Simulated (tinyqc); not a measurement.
One share for all, or one for each: linear model of a band gap against the share of exact exchange.

E(alpha) = E0 + S alpha. A wider gap screens less, modelled in the Penn form eps(alpha) = 1 + (e0 - 1)(EP/(EP + S alpha))^2 with a scale EP chosen for the exercise. A dielectric-dependent hybrid takes alpha = 1/eps.

Errors of the gap (eV) against each target; e0, EP, S and the gaps are values chosen for the exercise.

Results:
```
case       E0 (eV)  S (eV)     e0  EP (eV)  target Et (eV)  alpha needed  error, alpha = 0  error, 0.25  error, self-consistent
like HfO2     4.20    8.07   5.13     17.3            5.85         0.204             -1.65         0.37                    0.20
like GaAs     0.52    5.47  11.88     10.5            1.54         0.186             -1.02         0.35                   -0.52
like SiO2     5.42    9.04   2.48     28.6            8.94         0.389             -3.52        -1.26                    0.74
like SiC      2.21    5.97   7.19     17.5            3.23         0.171             -1.02         0.47                   -0.11
like Si       0.58    5.03  12.99     10.1            1.19         0.121             -0.61         0.65                   -0.19
like TiO2     1.92    8.52   8.10     12.2            3.35         0.168             -1.43         0.70                   -0.19
like InP      0.65    5.88  10.37     10.0            1.41         0.129             -0.76         0.71                   -0.13
```

Mean absolute errors: 1.43, 0.64 and 0.30 eV for alpha = 0, 0.25 and the self-consistent value. A fixed quarter overshoots for HfO2, GaAs, SiC, Si, TiO2 and InP and falls short for SiO2; the alpha needed runs between 0.121 and 0.389 and its correlation with 1/e0 over these cases is 0.97.

Computed by tinyqc, a small Python program: `OMP_NUM_THREADS=1 python tinyqc.py 1850115 1850116 out.jsonl` (the numbers bound the seed that draws the inputs); one thread of a shared host (Intel(R) Xeon(R) Processor @ 2.30GHz), about 0.01 s for the whole set of steps.
